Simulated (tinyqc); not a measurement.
# Resistance of a tapered via with liner, size effect and interface: what changes with what

A round via whose diameter grows from db at the bottom as D(z) = db + 2 z/tan(ang). The fill, of diameter D - 2 tl, starts above the bottom liner (thickness fb tl) and has rho = rho0 (1 + ks lam/(D - 2 tl)); the sidewall liner conducts in parallel with it. The bottom liner and the interface are crossed over the full area pi db^2/4. Spreading in the lines above and below is left out.

Inputs (values chosen for the exercise); fill metal close to copper: diameter at the bottom db = 17 nm; height hv = 63 nm; sidewall angle ang = 88 degrees; bulk resistivity of the fill rho0 = 1.65 uohm cm; mean free path of the fill lam = 40.3 nm; size-effect factor ks = 0.7; liner on the sidewall tl = 2.3 nm; liner at the bottom over that on the sidewall fb = 0.5; resistivity of the liner rl = 290 uohm cm; interface resistivity at the bottom ri = 8.5e-13 ohm cm^2; ballistic conductance per area, about 3/(4 rho0 lam) Sb = 1.1e15 S/m^2; bulk resistivity of the second fill (close to cobalt) rho2 = 6.32 uohm cm; its mean free path lam2 = 12.1 nm; its liner tl2 = 1.6 nm.

Each table varies one quantity; the others keep the values above.

## Via resistance against the diameter at the bottom

Slices between z0 = fb tl and hv, evaluated at their midpoints: conductance per length pi/4 [(D - 2 tl)^2/rho + (D^2 - (D - 2 tl)^2)/rl], slice resistance = slice height over that. 2000 slices. R_fill = sum of the slices; R_bottom = rl fb tl/(pi db^2/4); R_interface = ri/(pi db^2/4); ballistic (Sharvin) limit 1/(Sb pi (db - 2 tl)^2/4); ideal cylinder rho0 hv/(pi db^2/4).

Results:
```
db (nm),R_fill (ohm),R_bottom (ohm),R_interface (ohm),R (ohm),ballistic limit (ohm),R over ideal cylinder,largest part
8.3,248.1,61.64,1.571,311.3,84.55,16.20,fill
11,80.08,35.09,0.8944,116.1,28.26,10.61,fill
16,22.04,16.59,0.4228,39.05,8.907,7.552,fill
22,8.305,8.773,0.2236,17.30,3.823,6.327,bottom liner
30,3.454,4.718,0.1203,8.292,1.794,5.639,bottom liner
42,1.418,2.407,0.06135,3.886,0.8275,5.180,bottom liner
80,0.2939,0.6635,0.01691,0.9743,0.2036,4.711,bottom liner
```

Estimate the missing row, db = 58 nm.

Computed row:
```
db (nm),R_fill (ohm),R_bottom (ohm),R_interface (ohm),R (ohm),ballistic limit (ohm),R over ideal cylinder,largest part
58,0.6329,1.262,0.03217,1.927,0.4059,4.899,bottom liner
```

With this row back in the table: R falls from 311 to 0.974 ohm. The fill is the largest part at db = 8.3, the bottom liner from 22 on. R goes as db^(-3.50) between the first two rows and db^(-2.12) between the last two; area alone gives -2. For db = 30, 42, 58, 80 the ballistic limit exceeds half of R_fill, so the diffusive model understates R.

## Via resistance against the sidewall angle

Same model as above.

2000 slices.

The same in every row: R_bottom (ohm) = 14.69; R_interface (ohm) = 0.3745; ballistic limit (ohm) = 7.528.

Via resistance against the sidewall angle:
```
ang (degrees),R_fill (ohm),R (ohm),R over ideal cylinder,largest part
90,27.23,42.30,9.236,fill
89,21.87,36.94,8.065,fill
88,18.17,33.24,7.258,fill
87,15.48,30.55,6.671,fill
86,13.45,28.52,6.227,bottom liner
84,10.58,25.65,5.600,bottom liner
82,8.660,23.73,5.181,bottom liner
```

What does the table show?

R falls from 42.3 to 23.7 ohm. The fill is the largest part at ang = 90, the bottom liner from 86 on. The share of the two bottom terms goes from 35.6 to 63.5 %. For ang = 86, 84, 82 the ballistic limit exceeds half of R_fill, so the diffusive model understates R.

## Two fill metals against the diameter

2000 slices. R_fill = sum of the slices; R_bottom = rl fb tl/(pi db^2/4); R_interface = ri/(pi db^2/4). The second fill has rho2, lam2 and tl2 in place of rho0, lam and tl.

Two fill metals against the diameter:
```
db (nm),"R, first fill (ohm)","R, second fill (ohm)",ratio second/first
8.5,284.14,245.21,0.86297
12,88.542,96.218,1.0867
17,33.239,40.674,1.2237
24,14.012,18.258,1.3030
35,5.8357,7.8957,1.3530
49,2.7732,3.8249,1.3792
70,1.2912,1.8028,1.3962
100,0.61110,0.85969,1.4068
```

The ratio goes from 0.863 to 1.41. The two fills give the same R at db = 10.3 nm; below it the second gives the lower R.

tinyqc, about 0.01 s, one thread, Intel Xeon 2.30GHz (shared host): `OMP_NUM_THREADS=1 python tinyqc.py 2750032 2750033 out.jsonl`
